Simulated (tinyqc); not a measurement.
Heisenberg magnet: exchange from energy differences, ordering vector, linear spin waves and ordering temperature: one step, computed by the program tinyqc.

H = -sum over pairs <ij> J_ij S_i.S_j - K sum_i (S_i^z)^2, each pair once, J > 0 ferromagnetic. First neighbours: 6 at a (1, 0, 0), second: 12 at a (1, 1, 0), with all permutations and signs.

Task: Energies of ordered states. J(q) = J1 g1(q) + J2 g2(q), g_s(q) = sum over shell s of cos(q.R). A classical spiral or collinear state of wave vector Q has the exchange energy -(S^2/2) J(Q) per site.

Inputs (values chosen for the exercise, for a model magnet): exchange J1 = -0.456 meV; exchange J2 = -0.063 meV; spin S = 2.

Lattice: simple cubic.

Give: States, Q in 2 pi/a.

Result:

States, Q in 2 pi/a:
```
Q                  g1  g2  energy (meV/site)
G (0, 0, 0)         6  12              6.984
X (0.5, 0, 0)       2  -4              1.320
M (0.5, 0.5, 0)    -2  -4             -2.328
R (0.5, 0.5, 0.5)  -6  12             -3.960
```

The lowest of these is R (0.5, 0.5, 0.5), 1.632 meV per site below M (0.5, 0.5, 0).
